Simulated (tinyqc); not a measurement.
# Electron continuity equation in a given potential, Scharfetter-Gummel discretisation: three discretisations compared

Steady state in one dimension: J = q mu n E + q D dn/dx with E = -dpsi/dx and D = mu Vt, dJ/dx = q (n/tau - G), fixed densities nL and nR at the ends. The potential is given, psi = 0 for x < L/2 and U (2 x/L - 1) beyond, and is not changed by the electrons.

10 equal intervals. Fluxes J_i = (q D/h)(n_(i+1) P_i - n_i Q_i), d_i = (psi_(i+1) - psi_i)/Vt: Scharfetter-Gummel P = B(d), Q = B(-d), B(d) = d/(exp(d) - 1); central P = 1 - d/2, Q = 1 + d/2; upwind P = 1 + max(-d, 0), Q = 1 + max(d, 0). Balance at each inner node: J_i - J_(i-1) = q h (n_i/tau - G). The reference is Scharfetter-Gummel on 2000 intervals.

Inputs (values chosen for the exercise); mobility close to that of In0.53Ga0.47As at room temperature:
- T = 400 K (temperature)
- mu = 11200 cm^2/(V s) (electron mobility)
- L = 1.1 um (length of the region)
- nL = 8.3e13 cm^-3 (density at x = 0)
- nR = 9.3e14 cm^-3 (density at x = L)
- tau = 7.5e-12 s (lifetime)
- G = 2.9e24 cm^-3 s^-1 (uniform generation rate)
- U = -0.48 V (potential difference psi(L) - psi(0))

Constants: q = 1.602176634e-19 C, kB = 1.380649e-23 J/K, Vt = kB T/q. Results are converted to the units shown.

Densities (cm^-3):
```
node  Scharfetter-Gummel     central     upwind  reference
0              8.3000e13   8.3000e13  8.3000e13  8.3000e13
1              1.5094e15   1.5453e15  1.4510e15  1.5523e15
2              2.9979e15   3.0713e15  2.8787e15  3.0858e15
3              4.6108e15   4.7247e15  4.4258e15  4.7478e15
4              6.4155e15   6.5746e15  6.1570e15  6.6080e15
5              8.4873e15   8.6984e15  8.1445e15  8.7443e15
6              1.3411e15  -3.8791e14  2.7665e15  1.3565e15
7              9.1853e14   1.0957e15  1.3760e15  9.1936e14
8              9.0508e14   8.7105e14  1.0236e15  9.0505e14
9              9.1668e14   9.2274e14  9.4152e14  9.1665e14
10             9.3000e14   9.3000e14  9.3000e14  9.3000e14
```

What do the numbers show?

Largest errors as a share of the largest reference density listed: Scharfetter-Gummel 2.9 %, central 20 %, upwind 16 %. The largest |d| is 2.79. Central differences give 1 negative value(s), since P or Q changes sign once |d| exceeds 2. Upwinding stays positive but acts as if D were larger by the factor 1 + |d|/2, up to 2.39 here.

Range of the model: The drift velocity mu E exceeds 1e7 cm/s somewhere, where real mobilities no longer stay constant.

tinyqc, about 0.01 s, one thread, Intel Xeon 2.30GHz (shared host): `OMP_NUM_THREADS=1 python tinyqc.py 2220102 2220103 out.jsonl`
